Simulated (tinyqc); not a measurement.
Small-signal admittance of a forward-biased p+-n diode: two steps of the calculation.

Holes injected into a neutral base of width wb with an ohmic contact at its end; low injection, p0 far above the equilibrium density. A small voltage v exp(i w t), w = 2 pi f, modulates the edge density by p0 v/Vt, and the small-signal density obeys Dp d2p/dx2 = (1/tau + i w) p.

Inputs (values chosen for the exercise); permittivity close to that of germanium:
```
symbol   value    unit                                   meaning
T          300       K                               temperature
eps_r       16                             relative permittivity
Nd      2.2e15   cm^-3                 donor density of the base
Dp          20  cm^2/s                hole diffusion coefficient
tau       1e-8       s                             hole lifetime
wb        0.58      um                 width of the neutral base
p0      2.1e12   cm^-3  excess hole density at the junction edge
Na        6e19   cm^-3           acceptor density of the p+ side
f        4.9e9      Hz                          signal frequency
```

Constants: q = 1.602176634e-19 C, kB = 1.380649e-23 J/K, Vt = kB T/q, eps0 = 8.8541878128e-14 F/cm where lengths are in cm. Results are converted to the units shown.

Problem 1. Closed-form admittance. L = sqrt(Dp tau); direct current J = (q Dp p0/L) coth(wb/L); k = sqrt(1 + i w tau)/L; diffusion admittance Y = (q Dp p0/Vt) k coth(k wb) = G + i w C_diff; junction capacitance C_j = sqrt(q eps0 eps_r Nd/(2 Vr)) in the depletion approximation, with the remaining barrier Vr = Vt ln(Na/p0), a rough value under forward bias; base-width modulation is left out.

Give: L; J; k wb; Y; C_diff; C_j.

Solution 1.

L = 4.4721 um
J = 0.11667 A/cm^2
k wb = 1.6117+1.6065i
Y = 6.6426+6.6968i S/cm^2
C_diff = 2.1752e-4 uF/cm^2
C_j = 0.023718 uF/cm^2

G is 1.47 times its low-frequency value J/Vt, and C_diff is 0.00917 times C_j.

Problem 2. The same by finite differences. 8 equal intervals, h = wb/8; u = small-signal density over its edge value, u_0 = 1, u_8 = 0; u_(i-1) + b u_i + u_(i+1) = 0 with b = -2 - h^2 (1/tau + i w)/Dp; Y = (q Dp p0/(Vt h)) (-b/2 - u_1), which includes the half box at the edge.

Give: b; u; Y on the mesh.

Solution 2.

b = -2.0003-0.0809i

| node | u |
|---|---|
| 1 | 0.81667-0.14794i |
| 2 | 0.64552-0.22983i |
| 3 | 0.49314-0.25955i |
| 4 | 0.36189-0.24945i |
| 5 | 0.25091-0.21012i |
| 6 | 0.15701-0.15055i |
| 7 | 0.07533-0.07831i |

Y on the mesh = 6.5869+6.7638i S/cm^2

Numbers from tinyqc (`OMP_NUM_THREADS=1 python tinyqc.py 2890179 2890180 out.jsonl`; about 0.01 s on one thread of a shared Intel Xeon 2.30GHz).
